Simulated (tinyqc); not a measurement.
Band edges of strained Si(1-x)Ge(x) on relaxed Si(1-y)Ge(y): sweeps and comparisons. A value that a table varies takes the place of the one given here.

Values are linear in the Ge fraction but for ED(x) = linear - CD x (1 - x) and a(x) = linear - Ca x (1 - x). Energies are on the common scale of Ev.

Coherent growth on a (001) face: e_par = (a(y) - a(x))/a(x), e_perp = -2 (C12/C11) e_par; exx = eyy = e_par, ezz = e_perp, no shear.

A valley with unit axis u lies at Ev + gap + (av + a_valley) tr(e) + Xu (u.e.u - tr(e)/3); the Delta axes are x, y, z and the L axes [111], [1-1-1], [-11-1], [-1-11]. The second-order shift of the Delta valleys under shear is left out; it lowers the pair normal to the sheared plane by tens of meV at a shear of 1 %.

Valence edges: Ev plus the levels of the 6 x 6 matrix of X, Y, Z times spin with -Dso/3 + l exx + m (eyy + ezz) on the diagonal (cyclic), n exy off it, l = av + 2 b, m = av - b, n = sqrt(3) d. Spin-orbit term (Dso/3) L.sigma on X, Y, Z with (L_k)_ij = -i epsilon_kij: <X+|H|Y+> = -i Dso/3, <X+|H|Z-> = Dso/3, <Y+|H|Z-> = -i Dso/3, <Z+|H|X-> = -Dso/3, <Z+|H|Y-> = i Dso/3, <X-|H|Y-> = i Dso/3, and their conjugates; + and - are the spin along z.

Coherent growth: e_par = (a(y) - a(x))/a(x). (001): e_perp = -2 (C12/C11) e_par; exx = eyy = e_par, ezz = e_perp, no shear. (111): e_perp = -(2 C11 + 4 C12 - 4 C44)/(C11 + 2 C12 + 4 C44) e_par; exx = eyy = ezz = (2 e_par + e_perp)/3 and exy = eyz = ezx = (e_perp - e_par)/3. (110): e_perp = -(C11 + 3 C12 - 2 C44)/(C11 + C12 + 2 C44) e_par; exx = eyy = (e_par + e_perp)/2, ezz = e_par, exy = (e_perp - e_par)/2, eyz = ezx = 0.

Values chosen for the exercise (end members near Si and Ge, in this order; the results hold for these values, not for the real material): a = (5.428, 5.652) angstrom (lattice constant); Dso = (0.045, 0.29) eV (spin-orbit splitting); av = (2.5, 1.24) eV (valence hydrostatic potential); b = (-2.09, -2.54) eV (tetragonal shear potential); d = (-4.79, -5.24) eV (trigonal shear potential); C11 = (166.5, 127.8) GPa; C12 = (64.8, 48.8) GPa; C44 = (78.7, 67.3) GPa; Ev = (0, 0.61) eV (top of the unstrained valence band); ED = (1.155, 0.944) eV (gap to the Delta valleys); EL = (2.013, 0.729) eV (gap to the L valleys); aD = (1.8, 1.27) eV (hydrostatic potential of the Delta gap); aL = (-3.06, -2.87) eV (hydrostatic potential of the L gap); XuD = (9.38, 9.11) eV (uniaxial potential, Delta); XuL = (15.86, 15.64) eV (uniaxial potential, L); CD = 0.185 eV (bowing of the Delta gap); Ca = 0.024 angstrom (bowing of the lattice constant); face = 001 (growth face); y = 0 (Ge fraction of the relaxed buffer); x = 0.38 (Ge fraction of the layer).

## Composition of the layer

The buffer is kept. dEc = Ec(buffer) - Ec(layer), dEv = Ev(layer) - Ev(buffer); buffer edges Ev(y) and Ev(y) + min(ED, EL). The digit behind Delta or L counts whole valleys.

Results:

| x | e_par (%) | lowest valleys | gap (eV) | next valleys above (meV) | valence splitting (meV) | dEc (eV) | dEv (eV) |
|---|---|---|---|---|---|---|---|
| 0.08 | -0.30 | Delta4 | 1.090 | 49 | 18 | 0.013 | 0.051 |
| 0.16 | -0.60 | Delta4 | 1.028 | 99 | 32 | 0.023 | 0.104 |
| 0.24 | -0.90 | Delta4 | 0.967 | 149 | 44 | 0.030 | 0.157 |
| 0.31 | -1.17 | Delta4 | 0.916 | 193 | 55 | 0.034 | 0.205 |
| 0.39 | -1.48 | Delta4 | 0.859 | 244 | 66 | 0.035 | 0.261 |
| 0.47 | -1.80 | Delta4 | 0.804 | 295 | 78 | 0.033 | 0.318 |
| 0.55 | -2.11 | Delta4 | 0.751 | 346 | 89 | 0.028 | 0.376 |

The gap is 1.090 eV in the first row and 0.751 eV in the last. The lowest valleys are Delta4 throughout. Per 0.1 of x the valence offset moves by +69 meV on average; the conduction offset lies between +13 and +35 meV, not monotonically. Both carriers sit on one side in every row. Offsets below about 30 meV are within the spread of parameter sets, so those rows do not settle the type. Strains above 2 % can be kept only in layers of a few nanometres.

## Composition of the buffer

The layer is kept. dEc = Ec(buffer) - Ec(layer), dEv = Ev(layer) - Ev(buffer); buffer edges Ev(y) and Ev(y) + min(ED, EL). The digit behind Delta or L counts whole valleys.

Results:

| y | e_par (%) | lowest valleys | gap (eV) | next valleys above (meV) | valence splitting (meV) | dEc (eV) | dEv (eV) |
|---|---|---|---|---|---|---|---|
| 0.00 | -1.44 | Delta4 | 0.866 | 237 | 65 | 0.035 | 0.254 |
| 0.13 | -0.96 | Delta4 | 0.921 | 159 | 53 | 0.019 | 0.167 |
| 0.27 | -0.43 | Delta4 | 0.982 | 71 | 30 | 0.006 | 0.074 |
| 0.40 | 0.08 | Delta2 | 1.021 | 13 | 7 | 0.012 | -0.007 |
| 0.53 | 0.60 | Delta2 | 0.946 | 99 | 55 | 0.097 | -0.045 |
| 0.66 | 1.14 | Delta2 | 0.862 | 188 | 112 | 0.188 | -0.076 |
| 0.80 | 1.74 | Delta2 | 0.765 | 287 | 179 | 0.295 | -0.104 |
| 0.93 | 2.31 | Delta2 | 0.671 | 380 | 245 | 0.274 | -0.126 |

The gap is 0.866 eV in the first row and 0.671 eV in the last, with its largest listed value, 1.021 eV, at y = 0.40: it peaks near the match y = x, since strain of either sign narrows it. The lowest valleys change: Delta4 to Delta2 between y = 0.27 and 0.40. Per 0.1 of y the valence offset moves by -41 meV on average; the conduction offset lies between +6 and +295 meV, not monotonically. Both carriers sit on one side for y = 0.00, 0.13 and 0.27, and on opposite sides elsewhere. Offsets below about 30 meV are within the spread of parameter sets, so those rows do not settle the type. Strains above 2 % can be kept only in layers of a few nanometres.

## The same layer on three faces

dEc = Ec(buffer) - Ec(layer), dEv = Ev(layer) - Ev(buffer); buffer edges Ev(y) and Ev(y) + min(ED, EL). The digit behind Delta or L counts whole valleys.

Results:

| face | e_par (%) | lowest valleys | gap (eV) | next valleys above (meV) | valence splitting (meV) | dEc (eV) | dEv (eV) | Delta spread (meV) | L spread (meV) |
|---|---|---|---|---|---|---|---|---|---|
| (001) | -1.44 | Delta4 | 0.866 | 237 | 65 | 0.035 | 0.254 | 237 | 0 |
| (111) | -1.44 | Delta6 | 0.936 | 526 | 65 | -0.026 | 0.245 | 0 | 288 |
| (110) | -1.44 | Delta2 | 0.870 | 100 | 68 | 0.037 | 0.248 | 100 | 227 |

On (001) only the Delta valleys split (237 meV), on (111) only the L valleys (288 meV), on (110) both (100 and 227 meV). The lowest valleys are Delta4 on (001), Delta6 on (111) and Delta2 on (110); the smallest gap is 0.866 eV on (001) and the largest 0.936 eV on (111).

## What each parameter does

dEc = Ec(buffer) - Ec(layer), dEv = Ev(layer) - Ev(buffer); buffer edges Ev(y) and Ev(y) + min(ED, EL). Each row changes one parameter from the base and keeps the others.

Results:

| case | gap (eV) | valence splitting (meV) | dEc (eV) | dEv (eV) |
|---|---|---|---|---|
| base | 0.8659 | 64.7 | 0.0352 | 0.2539 |
| x = 0.41 | 0.8450 | 69.0 | 0.0349 | 0.2751 |
| y = 0.03 | 0.8785 | 62.6 | 0.0309 | 0.2339 |
| CD = 0.235 eV | 0.8542 | 64.7 | 0.0469 | 0.2539 |
| XuL = (18.239, 17.986) eV | 0.8659 | 64.7 | 0.0352 | 0.2539 |
| Ev = (0, 0.701) eV | 0.8659 | 64.7 | 0.0006 | 0.2885 |
| b = (-2.403, -2.921) eV | 0.8573 | 68.2 | 0.0352 | 0.2626 |
| XuD = (10.787, 10.476) eV | 0.8541 | 64.7 | 0.0470 | 0.2539 |
| av = (2.875, 1.426) eV | 0.8659 | 64.7 | 0.0405 | 0.2485 |

The largest shifts from the base row, up to three for each result and ties (the steps differ in size, so this ranks the rows, not the parameters). gap (eV): x -0.0209, y +0.0125, XuD -0.0119; unchanged at the printed digits by XuL, Ev and av. valence splitting (meV): x +4.3, b +3.5, y -2.1; unchanged at the printed digits by CD, XuL, Ev, XuD and av. dEc (eV): Ev -0.0346, XuD +0.0119, CD +0.0118; unchanged at the printed digits by XuL and b. dEv (eV): Ev +0.0346, x +0.0212, y -0.0200; unchanged at the printed digits by CD, XuL and XuD. The lowest valleys of the layer are Delta4, so among the conduction-band potentials only those of that family reach the gap and dEc; the buffer is unstrained. A shift large enough to swap the lowest family would change that.

tinyqc: `OMP_NUM_THREADS=1 python tinyqc.py 1050380 1050381 out.jsonl`; about 0.02 s, one thread, shared Intel(R) Xeon(R) Processor @ 2.30GHz.
